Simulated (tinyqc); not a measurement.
# MOS capacitor on a p-type substrate, surface potential from the exact charge relation: Capacitance-voltage curves

Uniform p-type substrate, Boltzmann statistics, full ionisation, classical densities. psi is the surface potential against the body (positive when the bands bend down) and u = psi/Vt. Traps are spread evenly over the gap and neutral at flat band, so their charge is -q Dit psi; the minority quasi-Fermi level is shifted by Vb.

ni = sqrt(Nc Nv) exp(-Eg/(2 Vt)), Eg in volts; phiF = Vt ln(N/ni); Cox = eps0 eox/tox; Vfb = phiM - chi - (Eg - Vt ln(Nv/N)) - q Nf/Cox; Q0 = sqrt(2 eps0 eps_r q N Vt); r = (ni/N)^2 exp(-Vb/Vt); VT = Vfb + [(2 phiF + Vb)(1 + q Dit/Cox) + sqrt(2 eps0 eps_r q N (2 phiF + Vb))/Cox]. u = psi/Vt; F^2 = exp(-u) + u - 1 + r (exp(u) - u - 1); Qs = -sign(u) Q0 F; Cs = -dQs/dpsi = (Q0/Vt) |1 - exp(-u) + r (exp(u) - 1)|/(2 F). psi solves Vg = Vfb + psi + (q Dit psi - Qs)/Cox. Low frequency: 1/C_LF = 1/Cox + 1/(Cs + q Dit). High frequency, in the simple estimate in which traps and minority carriers do not follow: 1/C_HF = 1/Cox + 1/Cd, Cd being Cs with r = 0 at the same psi. Deep depletion: r = 0 and Dit = 0 both in the equation for psi and in Cs. Minority sheet density N_inv = (Q0/(2 q)) int_0^u r (exp(t) - 1)/F(t) dt for u > 0. N_inv under 1 cm^-2 is printed as 0. Regimes: accumulation when majority carriers gather, then depletion up to |psi| = phiF + Vb, weak inversion up to 2 phiF + Vb, strong inversion beyond.

Parameters, values chosen for the exercise; band and dielectric values close to those of germanium: temperature T = 300 K; band gap Eg = 0.655 eV; relative permittivity eps_r = 16; conduction-band density of states at T Nc = 1.04e19 cm^-3; valence-band density of states at T Nv = 5.98e18 cm^-3; electron affinity chi = 3.92 eV; acceptor density of the substrate N = 1.5e17 cm^-3; relative permittivity of the gate insulator (close to aluminium oxide) eox = 8.93; insulator thickness tox = 39 nm; gate work function phiM = 4.1 eV; fixed charge at the interface, in units of q Nf = -1.2e11 cm^-2; density of interface traps Dit = 0 cm^-2 eV^-1; reverse bias of the inversion layer against the body Vb = 0 V.

Constants: q = 1.602176634e-19 C, kB = 1.380649e-23 J/K, Vt = kB T/q, eps0 = 8.8541878128e-14 F/cm where lengths are in cm. Results are converted to the units shown.

Capacitance-voltage curves:
```
Vg (V)    psi (V)  C_LF/Cox  C_HF/Cox  C_deep/Cox  N_inv (cm^-2)            regime
-1.05    -0.06999    0.9434    0.9434      0.9434              0      accumulation
-0.81    -0.05465    0.9276    0.9276      0.9276              0      accumulation
-0.57    -0.03452    0.9025    0.9025      0.9025              0      accumulation
-0.34   -0.007913    0.8627    0.8627      0.8627              0      accumulation
-0.1      0.03252    0.7955    0.7955      0.7955        1.018e4         depletion
0.14      0.09201    0.7074    0.7074      0.7074        8.923e4         depletion
0.37       0.1686    0.6297    0.6297      0.6297        1.162e6         depletion
0.61       0.2652    0.5683    0.5681      0.5681        3.587e7    weak inversion
0.85       0.3740    0.5340    0.5217      0.5214        1.953e9    weak inversion
1.08       0.4660    0.7238    0.4924      0.4860       5.884e10  strong inversion
1.32       0.5081    0.8874    0.4810      0.4558       2.639e11  strong inversion
1.56       0.5288    0.9326    0.4757      0.4306       5.232e11  strong inversion
```

C_LF/Cox is lowest, 0.534, at Vg = 0.85 V (weak inversion) among the rows listed and is 0.933 in the last row, where C_HF/Cox is 0.476 and the deep-depletion value 0.431. Vfb = -0.285 V, where C_HF/Cox = 0.850 (Cox in series with eps0 eps_r/LD), and VT = 1.03 V. Over the last two rows psi moves by only 0.086 V a volt of gate bias, since the inversion charge screens the body. In strong accumulation and inversion degeneracy and confinement, left out here, lower the capacitance.

Numbers from tinyqc (`OMP_NUM_THREADS=1 python tinyqc.py 2060118 2060119 out.jsonl`; about 0.01 s on one thread of a shared Intel Xeon 2.30GHz).
